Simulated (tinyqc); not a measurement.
# Resistance of a tapered via with liner, size effect and interface: what changes with what

A round via whose diameter grows from db at the bottom as D(z) = db + 2 z/tan(ang). The fill, of diameter D - 2 tl, starts above the bottom liner (thickness fb tl) and has rho = rho0 (1 + ks lam/(D - 2 tl)); the sidewall liner conducts in parallel with it. The bottom liner and the interface are crossed over the full area pi db^2/4. Spreading in the lines above and below is left out.

Values chosen for this exercise; fill metal close to molybdenum:
```
symbol,value,unit,meaning
db,40,nm,diameter at the bottom
hv,100,nm,height
ang,89,degrees,sidewall angle
rho0,5.27,uohm cm,bulk resistivity of the fill
lam,10.9,nm,mean free path of the fill
ks,1.4,,size-effect factor
tl,0.1,nm,liner on the sidewall
fb,0.7,,liner at the bottom over that on the sidewall
rl,350,uohm cm,resistivity of the liner
ri,2.8e-12,ohm cm^2,interface resistivity at the bottom
Sb,1.3e15,S/m^2,"ballistic conductance per area, about 3/(4 rho0 lam)"
rho2,1.72,uohm cm,bulk resistivity of the second fill (close to copper)
lam2,40.8,nm,its mean free path
tl2,2.7,nm,its liner
```

Each table varies one quantity; the others keep the values above.

## Via resistance against the diameter at the bottom

Slices between z0 = fb tl and hv, evaluated at their midpoints: conductance per length pi/4 [(D - 2 tl)^2/rho + (D^2 - (D - 2 tl)^2)/rl], slice resistance = slice height over that. 2000 slices. R_fill = sum of the slices; R_bottom = rl fb tl/(pi db^2/4); R_interface = ri/(pi db^2/4); ballistic (Sharvin) limit 1/(Sb pi (db - 2 tl)^2/4); ideal cylinder rho0 hv/(pi db^2/4).

Via resistance against the diameter at the bottom:

| db (nm) | R_fill (ohm) | R_bottom (ohm) | R_interface (ohm) | R (ohm) | ballistic limit (ohm) | R over ideal cylinder | largest part |
|---|---|---|---|---|---|---|---|
| 6 | 388.99 | 8.6651 | 9.9030 | 407.56 | 29.115 | 2.1866 | fill |
| 8.3 | 185.32 | 4.5281 | 5.1750 | 195.02 | 14.928 | 2.0022 | fill |
| 11 | 97.194 | 2.5780 | 2.9463 | 102.72 | 8.3969 | 1.8523 | fill |
| 16 | 41.289 | 1.2185 | 1.3926 | 43.900 | 3.9233 | 1.6749 | fill |
| 22 | 20.076 | 0.64451 | 0.73658 | 21.457 | 2.0609 | 1.5477 | fill |
| 30 | 10.035 | 0.34660 | 0.39612 | 10.777 | 1.1029 | 1.4456 | fill |
| 42 | 4.7838 | 0.17684 | 0.20210 | 5.1628 | 0.56055 | 1.3572 | fill |
| 58 | 2.3778 | 0.092730 | 0.10598 | 2.5765 | 0.29316 | 1.2917 | fill |
| 80 | 1.1976 | 0.048741 | 0.055704 | 1.3020 | 0.15380 | 1.2419 | fill |

R falls from 408 to 1.30 ohm. The fill is the largest part at db = 6 and in all other rows. R goes as db^(-2.27) between the first two rows and db^(-2.12) between the last two; area alone gives -2.

## Via resistance against the height

Same model as above.

2000 slices.

The same in every row: R_bottom (ohm) = 0.1950; R_interface (ohm) = 0.2228; ballistic limit (ohm) = 0.6183.

Via resistance against the height:

| hv (nm) | R_fill (ohm) | R (ohm) | R over ideal cylinder | largest part |
|---|---|---|---|---|
| 24 | 1.369 | 1.787 | 1.775 | fill |
| 35 | 1.977 | 2.395 | 1.632 | fill |
| 50 | 2.786 | 3.204 | 1.528 | fill |
| 73 | 3.982 | 4.400 | 1.437 | fill |
| 110 | 5.802 | 6.220 | 1.348 | fill |
| 150 | 7.637 | 8.055 | 1.281 | fill |
| 220 | 10.56 | 10.98 | 1.190 | fill |
| 320 | 14.19 | 14.61 | 1.089 | fill |

R rises from 1.79 to 14.6 ohm. The fill is the largest part at hv = 24 and in all other rows. The share of the two bottom terms goes from 23.4 to 2.86 %.

## Two fill metals against the diameter

2000 slices. R_fill = sum of the slices; R_bottom = rl fb tl/(pi db^2/4); R_interface = ri/(pi db^2/4). The second fill has rho2, lam2 and tl2 in place of rho0, lam and tl.

Two fill metals against the diameter:

| db (nm) | R, first fill (ohm) | R, second fill (ohm) | ratio second/first |
|---|---|---|---|
| 8.5 | 184.7 | 1239 | 6.710 |
| 12 | 84.28 | 302.2 | 3.585 |
| 17 | 38.28 | 93.88 | 2.452 |
| 24 | 17.67 | 34.94 | 1.977 |
| 35 | 7.681 | 13.32 | 1.734 |
| 49 | 3.700 | 6.012 | 1.625 |
| 70 | 1.727 | 2.698 | 1.563 |
| 100 | 0.8150 | 1.246 | 1.529 |

The ratio goes from 6.71 to 1.53. The first fill gives the lower R in every row.

Computed by the program tinyqc: `OMP_NUM_THREADS=1 python tinyqc.py 2750015 2750016 out.jsonl`, one thread of a shared Intel Xeon 2.30GHz, about 0.01 s for the whole run.
